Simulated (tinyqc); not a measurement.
# Space-charge-limited current with shallow traps: effect of the thickness

One carrier type, drift only, an injecting contact at x = 0 (zero field) and thickness L. The share th = y/(1 + y), y = (Nc/Nt) exp(-Et/kB T), of the injected charge is free: J = q mu n F, eps0 eps_r dF/dx = q (n - n0)/th.

Ohmic J = q n0 mu V/L; Mott-Gurney J = (9/8) th eps0 eps_r mu V^2/L^3; they cross at Vx = 8 q n0 L^2/(9 th eps0 eps_r); traps fill at V_TFL = q Nt L^2/(2 eps0 eps_r). Exact: with u = n0/n(L), w = -u - ln(1 - u) and v = -u - u^2/2 - ln(1 - u), V = (q n0 L^2/(th eps0 eps_r)) v/w^2 and J = q^2 n0^2 mu L/(th eps0 eps_r w).

Values chosen for this exercise:
- T = 300 K (temperature)
- eps_r = 7.2 (relative permittivity)
- mu = 0.0017 cm^2/(V s) (mobility)
- Nc = 3.2e20 cm^-3 (band density of states)
- Nt = 3.7e16 cm^-3 (trap density)
- Et = 0.42 eV (trap depth)
- n0 = 6.2e10 cm^-3 (free carrier density in equilibrium)
- V = 5.7 V (voltage)

Constants: q = 1.602176634e-19 C, kB = 1.380649e-23 J/K, Vt = kB T/q, eps0 = 8.8541878128e-14 F/cm where lengths are in cm. Results are converted to the units shown.

Effect of the thickness:

| L (nm) | J (A/cm^2) | ohmic (A/cm^2) | Mott-Gurney (A/cm^2) | d ln J/d ln V |
|---|---|---|---|---|
| 390 | 5.095e-4 | 2.468e-6 | 5.077e-4 | 1.996 |
| 580 | 1.556e-4 | 1.660e-6 | 1.543e-4 | 1.992 |
| 870 | 4.656e-5 | 1.106e-6 | 4.573e-5 | 1.982 |
| 1300 | 1.426e-5 | 7.404e-7 | 1.371e-5 | 1.961 |
| 1900 | 4.774e-6 | 5.066e-7 | 4.390e-6 | 1.919 |
| 2900 | 1.489e-6 | 3.319e-7 | 1.235e-6 | 1.826 |
| 4300 | 5.544e-7 | 2.239e-7 | 3.788e-7 | 1.671 |

J falls from 5.10e-4 to 5.54e-7 A/cm^2, as L^(-2.99) between the first two rows and L^(-2.51) between the last two (space charge -3, ohmic -1). The thickness law marks a bulk-limited current; an electrode-limited one depends on V/L alone. For L = 390 V exceeds half of V_TFL, which goes as L^2, so trap filling, left out here, would raise the current.

Range of the model: Diffusion and a field-dependent mobility are left out. With injecting contacts the diffusion current, about 4 pi^2 Vt th eps0 eps_r mu V/L^3, equals the Mott-Gurney current at V = 35 kB T/q (0.9 V at 300 K), so the drift-only result needs V well above that.

Computed by the program tinyqc: `OMP_NUM_THREADS=1 python tinyqc.py 2370093 2370094 out.jsonl`, one thread of a shared Intel Xeon 2.30GHz, about 0.01 s for the whole run.
